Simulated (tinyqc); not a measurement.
# Metal gate on a two-layer dielectric stack with fixed charge and a dipole: flat band against the thickness t1

Gate, layer 2, layer 1, p-type semiconductor; x runs from the gate inwards. Charges are counted in units of +q. psi is the band bending at the surface, positive towards inversion. Classical charge, Boltzmann statistics, no interface traps.

EOT = 3.9 (t1/e1 + t2/e2), Cox = eps0/(t1/e1 + t2/e2); phi_ms = pM - (chi + Eg - Vt ln(Nv/Na)). Vfb = phi_ms + Vd - (q/eps0) [Q1 (t1/e1 + t2/e2) + Q2 t2/e2 + r1 (t1^2/(2 e1) + t1 t2/e2) + r2 t2^2/(2 e2)]: each charge counts with its electrical distance from the gate. ni = sqrt(Nc Nv) exp(-Eg/(2 Vt)), Eg in volts, pB = Vt ln(Na/ni), Vth = Vfb + 2 pB + sqrt(4 q eps0 eps_r Na pB)/Cox.

Parameters, values chosen for the exercise; band and dielectric values close to those of silicon, layer 1 close to silicon nitride, layer 2 close to zirconium oxide: temperature T = 250 K; band gap Eg = 1.1 eV; relative permittivity eps_r = 11.6; conduction-band density of states at T Nc = 2.12e19 cm^-3; valence-band density of states at T Nv = 1.99e19 cm^-3; electron affinity chi = 4.03 eV; acceptor density Na = 2.2e17 cm^-3; work function of the gate metal pM = 4.06 eV; relative permittivity of layer 1 e1 = 7.48; thickness of layer 2, next to the gate t2 = 1.8 nm; relative permittivity of layer 2 e2 = 25.4; fixed charge at the semiconductor interface Q1 = 2.2e11 cm^-2; fixed charge between the layers Q2 = -1.4e12 cm^-2; uniform charge density in layer 1 r1 = 0 cm^-3; uniform charge density in layer 2 r2 = 2.3e18 cm^-3; flat-band shift by a dipole layer between the layers Vd = 0.13 V.

Constants: q = 1.602176634e-19 C, kB = 1.380649e-23 J/K, Vt = kB T/q, eps0 = 8.8541878128e-14 F/cm where lengths are in cm. Results are converted to the units shown.

Results:

| t1 (nm) | EOT (nm) | Vfb (V) | Vth (V) |
|---|---|---|---|
| 0.5 | 0.5371 | -0.8331 | 0.1112 |
| 0.9 | 0.7456 | -0.8353 | 0.1245 |
| 1.2 | 0.9020 | -0.8369 | 0.1345 |
| 1.6 | 1.111 | -0.8390 | 0.1479 |
| 2.3 | 1.476 | -0.8427 | 0.1712 |
| 2.6 | 1.632 | -0.8443 | 0.1812 |
| 3 | 1.841 | -0.8464 | 0.1945 |

Estimate the missing row, t1 = 1.9 nm.

Computed row:

| t1 (nm) | EOT (nm) | Vfb (V) | Vth (V) |
|---|---|---|---|
| 1.9 | 1.267 | -0.8406 | 0.1579 |

With this row back in the table: Vfb falls from -0.833 to -0.846 V and Vth rises from 0.111 to 0.195 V. The slope dVfb/dEOT is -10.2 mV/nm between the first two rows and -10.2 between the last two: a straight line, set by the charge below the growing layer, which reads as 2.20e11 cm^-2. A line through the end rows meets EOT = 0 at -0.828 V, against phi_ms + Vd = -0.843 V; an effective work function read from it is off by 145 mV from pM.

tinyqc, about 0.01 s, one thread, Intel Xeon 2.30GHz (shared host): `OMP_NUM_THREADS=1 python tinyqc.py 2010140 2010141 out.jsonl`
